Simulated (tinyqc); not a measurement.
# Nanowire ballistic transistor, top-of-the-barrier model: several studies

At the top of the source barrier, states moving towards the drain are filled by the source (Fermi level 0) and states moving back by the drain (Fermi level -q Vd); nothing scatters. U is the shift of the band edge there, set by the capacitances CG, CD and CS (the total) and by the charge. Parabolic one-dimensional subbands; the source is grounded.

Values chosen for this exercise; mass and valleys made up:
- T = 300 K (temperature)
- m = 0.0306 m0 (effective mass)
- gv = 4 (valley degeneracy)
- eox = 22 (relative permittivity of the gate insulator)
- tox = 2.6 nm (insulator thickness)
- d = 3 nm (wire diameter)
- dE = 0.09 eV (offset of a second subband (0: none))
- aG = 0.95 (gate control CG/CS)
- aD = 0.007 (drain control CD/CS)
- E0 = 0.36 eV (band edge at the barrier top above the source Fermi level at zero bias)
- Vd = 0.8 V (drain voltage)

Constants: q = 1.602176634e-19 C, kB = 1.380649e-23 J/K, hbar = 1.054571817e-34 J s, h = 6.62607015e-34 J s, m0 = 9.1093837015e-31 kg, Vt = kB T/q, eps0 = 8.8541878128e-14 F/cm where lengths are in cm. Results are converted to the units shown.

Each table varies one quantity; the others keep the values above.

## Effect of the valley degeneracy

N0 = gv sqrt(2 m kB T/pi)/hbar, CG = 2 pi eps0 eox/ln(1 + 2 tox/d), CS = CG/aG, n0 = n at U = 0 and Vd = 0. eta1 = -(E0 + U)/Vt, eta2 = eta1 - Vd/Vt, n = (N0/2)[F_(-1/2)(eta1) + F_(-1/2)(eta2)], F_(-1/2)(x) = (1/sqrt(pi)) int_0^infinity u^(-1/2)/(1 + exp(u - x)) du. Each F is summed over the two subbands, F(eta) + F(eta - dE/Vt), which share the mass. U = UL + q (n - n0)/CS with UL = -(aG Vg + aD Vd), energies in eV. I = gv (2 q^2/h) Vt [ln(1 + exp eta1) - ln(1 + exp eta2)], summed over both subbands. CQ = (q/Vt) dn/d(eta1). E0 is held fixed.

In this table Vg = 0.8 V, Vd = 0.8 V.

Effect of the valley degeneracy:
```
gv   eta1  n (cm^-1)  I (uA)  mean velocity I/(q n) (cm/s)    CQ/CS
1   14.14    3.212e6   49.65                       9.648e7  0.06410
2   12.76    6.049e6   88.31                       9.112e7   0.1366
3   11.56    8.546e6   118.0                       8.616e7   0.2187
4   10.50    1.073e7   140.3                       8.159e7   0.3116
6   8.765    1.431e7   168.9                       7.364e7   0.5359
```

What does the comparison show?

As gv goes from 1 to 6, n rises from 3.21e6 to 1.43e7 cm^-1, the mean velocity falls from 9.65e7 to 7.36e7 cm/s and the current rises from 49.7 to 169 uA. CQ/CS goes from 0.064 to 0.54. For gv = 1 to 2 the source Fermi level lies over 0.3 eV above the band edge, where a light band is no longer parabolic.

## Transfer curve

Same model as above.

CQ = (q/Vt) dn/d(eta1).

Transfer curve:
```
Vg (V)     eta1  n (cm^-1)    I (uA)  mean velocity I/(q n) (cm/s)     CQ/CS
0        -13.71      1.865  9.189e-6                       3.076e7  9.020e-7
0.12     -9.299      153.3  7.556e-4                       3.076e7  7.417e-5
0.25     -4.531    1.793e4   0.08852                       3.082e7  0.008607
0.38    -0.1862    9.127e5     5.044                       3.450e7    0.2998
0.5       2.911    3.627e6     27.33                       4.704e7    0.5240
0.62      5.743    6.888e6     64.95                       5.886e7    0.5118
0.75      9.113    9.796e6     118.2                       7.529e7    0.3463
0.88      12.77    1.210e7     176.8                       9.116e7    0.2732
1         16.29    1.394e7     233.2                       1.044e8    0.2354
```

The current rises from 9.19e-6 to 233 uA. Between the first two rows the swing is 62.7 mV a decade, against Vt ln 10/aG = 62.7. CQ/CS goes from 9.0e-7 to 0.24, so a volt on the gate moves the band edge by 0.95 eV in the first row and 0.77 eV in the last. The mean velocity rises from 3.08e7 to 1.04e8 cm/s. For Vg = 0.88 to 1 V the source Fermi level lies over 0.3 eV above the band edge, where a light band is no longer parabolic.

## Effect of the drain control CD/CS

Same model as above.

CQ = (q/Vt) dn/d(eta1). E0 is held fixed.

In this table Vg = 0.8 V, Vd = 0.8 V.

Effect of the drain control CD/CS:
```
aD      eta1  n (cm^-1)  I (uA)  mean velocity I/(q n) (cm/s)   CQ/CS
0      10.33    1.063e7   137.7                       8.086e7  0.3152
0.006  10.47    1.072e7   139.9                       8.148e7  0.3121
0.013  10.64    1.083e7   142.6                       8.221e7  0.3087
0.019  10.78    1.092e7   144.9                       8.283e7  0.3058
0.026  10.95    1.102e7   147.5                       8.355e7  0.3026
0.032  11.09    1.111e7   149.8                       8.417e7  0.2999
0.039  11.26    1.121e7   152.5                       8.488e7  0.2969
0.045  11.40    1.130e7   154.8                       8.550e7  0.2943
```

As aD goes from 0 to 0.045, n rises from 1.06e7 to 1.13e7 cm^-1, the mean velocity rises from 8.09e7 to 8.55e7 cm/s and the current rises from 138 to 155 uA. CQ/CS goes from 0.32 to 0.29.

Computed by the program tinyqc: `OMP_NUM_THREADS=1 python tinyqc.py 2400027 2400028 out.jsonl`, one thread of a shared Intel Xeon 2.30GHz, about 0.07 s for the whole run.
